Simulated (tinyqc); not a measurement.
## AlGaN/GaN HEMT with access regions, lumped model: output curve without and with trapping

A polarisation-induced electron sheet under a Schottky gate, in series with two ungated access regions and contacts. Drift law v = mu E/(1 + mu E/vs) under the gate. Currents in mA/mm, resistances in ohm mm. No self-heating, no channel-length modulation; fits for polarisation, barrier and offset are chosen for the exercise.

sigma = (5e13 x + 1.6e13 x^2) cm^-2, phiB = 0.84 + 1.3 x, dEc = 0.7 (1.71 x + x^2) in volts, Cb = eps0 eps_r/d, VT = phiB - dEc - q sigma/Cb, access density n0 = -Cb VT/q. Access resistance R(L, n) = L/(q mu n sqrt(1 - (I/(q n vs))^2)); Rs = Rc + R(Ls, n0), Rd = Rc + R(Ld, (1 - ft) n0). Vg' = Vg - I Rs, Vd' = Vd - I (Rs + Rd); with u = Vg' - VT, Vc = vs Lg/mu and w the smaller of Vd' and Vc [sqrt(1 + 2 u/Vc) - 1] (0 if negative), the channel gives (mu Cb/Lg)(u w - w^2/2)/(1 + w/Vc). I equals that channel current. The two columns take ft = 0 and ft = 0.3; collapse = 1 - (second)/(first).

Values chosen for this exercise; values close to those of AlGaN/GaN structures: aluminium share of the barrier x = 0.34; barrier thickness d = 25 nm; relative permittivity of barrier and channel eps_r = 9; channel mobility mu = 1500 cm^2/(V s); saturation velocity vs = 1.2e7 cm/s; gate length Lg = 0.25 um; source access length Ls = 1.5 um; drain access length Ld = 16 um; resistance of each contact Rc = 0.17 ohm mm; gate voltage Vg = 1 V.

Constants: q = 1.602176634e-19 C, eps0 = 8.8541878128e-14 F/cm where lengths are in cm. Results are converted to the units shown.

Output curve without and with trapping:
```
Vd (V)  I, ft = 0 (mA/mm)  I, ft = 0.3 (mA/mm)  collapse (%)
0.25                54.21                39.91         26.37
0.5                 108.3                79.78         26.37
1                   216.3                159.3         26.36
2                   429.6                316.3         26.37
3                   637.6                469.3         26.40
4                   838.2                616.6         26.44
6                    1210                888.7         26.56
8                    1536                 1126         26.71
12                   2044                 1493         26.95
```

Read the table: what changes, and by how much?

Without trapping the current rises from 54.2 to 2040 mA/mm and first comes within 2 % of its last value at Vd = 12 V among the rows; with trapping that knee lies at 12 V. The collapse is 26 % in the first row, at most 27 % and 27 % in the last. For Vd = 6 to 12 V the power passes 5 W/mm, where self-heating, left out here, lowers the current.

tinyqc, about 0.04 s, one thread, Intel Xeon 2.30GHz (shared host): `OMP_NUM_THREADS=1 python tinyqc.py 2570165 2570166 out.jsonl`
